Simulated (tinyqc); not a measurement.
From results to parameters: diatomic chain. Computed by the program tinyqc.

Problem. A chain of two alternating masses has one spring constant k; at the zone edge omega^2 = 2k/M and 2k/m, and wavenumber = 521.4708 sqrt(omega^2) with omega^2 in eV/(angstrom^2 u). Find k, the heavier mass and the optical wavenumber at q = 0.

wavenumbers at the zone edge (cm^-1): 252.734080  520.209684
lighter mass = 20.700000 u

Solution. The upper value gives k = m omega^2/2, the ratio of the squares gives M/m, and at q = 0 omega^2 = 2k (1/m + 1/M), the sum of the two.

k = 10.3000 eV/angstrom^2
heavier mass = 87.700 u
optical wavenumber at q = 0 = 578.353 cm^-1
